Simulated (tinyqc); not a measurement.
Crystal pulling from the melt: segregation, interface stability, heat balance and point-defect regime: one step, computed by the program tinyqc.

A dilute solute; steady pulling with a flat interface unless it is found unstable.

Question. Concentration at the frozen fraction g. Axial profile: C_s = k_eff C0 (1 - g)^(k_eff - 1); bulk melt C_L = C_s/k_eff. Usable fraction: the g at which C_s has changed by 30 % from its first value (0.99 at most).

Inputs (values chosen for the exercise, modelled on carbon in silicon): initial melt concentration C0 = 8.9e+17 1/cm^3; frozen fraction g = 0.53.

Loss from the melt surface: none.

k_eff = 0.07769808

Give: C_s; C_L; usable fraction.

Answer.

C_s = 1.3875e+17 1/cm^3

C_L = 1.7857e+18 1/cm^3

usable fraction = 0.24758

C_s rises along the crystal.
